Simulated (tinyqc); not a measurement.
CMOS inverter, nodal equation and switching: two steps of the calculation.

An n-channel pull-down (bn, VTn) and a p-channel pull-up (bp, VTp) share the input Vin and the output node Vout, which carries the load C. Transistor (EKV form, voltages against the body): I = 2 n b Vt^2 [F(vp - Vs) - F(vp - Vd)] from drain to source, F(v) = ln^2(1 + exp(v/(2 Vt))), vp = (Vg - VT + sg |Vd - Vs|)/n. n-channel bodies are at 0; for the p-channel device all voltages are counted down from Vdd. b in uA/V^2 gives I in uA. Static: In = Ip. Transient: C dVout/dt = Ip - In. No velocity saturation, no gate capacitance beyond C.

Parameters, values chosen for the exercise: temperature T = 400 K; supply voltage Vdd = 0.8 V; slope factor n = 1.27; drain-induced barrier lowering sg = 0.038; n-channel threshold VTn = 0.33 V; p-channel threshold (magnitude) VTp = 0.43 V; gain factor of the pull-down transistor bn = 590 uA/V^2; gain factor of the pull-up transistor bp = 590 uA/V^2; load capacitance C = 1.7 fF; input voltage Vin = 0.4 V.

Constants: q = 1.602176634e-19 C, kB = 1.380649e-23 J/K, Vt = kB T/q. Results are converted to the units shown.

Problem 1. Transfer curve. For each Vin solve In = Ip; gain = dVout/dVin.

Vin, point 0 to 10 (V): 0  0.08  0.16  0.24  0.32  0.4  0.48  0.56  0.64  0.72  0.8

Give: Vout; supply current; gain.

Solution 1.

```
point  Vout (V)  supply current (uA)    gain
0        0.8000             0.001838   0.000
1        0.7999              0.01091  -0.002
2        0.7995              0.06080  -0.013
3        0.7957               0.2978  -0.115
4        0.7525                1.154  -1.906
5        0.0236               0.8485  -0.746
6        0.0025               0.2037  -0.066
7        0.0003              0.03992  -0.008
8        0.0000             0.007016  -0.001
9        0.0000             0.001171   0.000
10       0.0000             1.913e-4   0.000
```

The switching point Vin = Vout lies at 0.3518 V, with a gain of -26.2.

Problem 2. Delays and energy. For a step input the delay to Vdd/2 is tHL = C times the integral of dV/(In - Ip) from Vdd/2 to Vdd at Vin = Vdd, and tLH likewise with Ip - In from 0 to Vdd/2 at Vin = 0. Energy drawn for one full cycle of the output: C Vdd^2. Leakage power: Vdd times the mean of the supply currents at Vin = 0 and Vdd.

Find: tHL; tLH; energy; leakage power.

Solution 2.

tHL = 12.056 ps
tLH = 18.891 ps
energy = 1.0880 fJ
leakage power = 0.81160 nW

Computed by the program tinyqc: `OMP_NUM_THREADS=1 python tinyqc.py 2340007 2340008 out.jsonl`, one thread of a shared Intel Xeon 2.30GHz, about 0.04 s for the whole run.
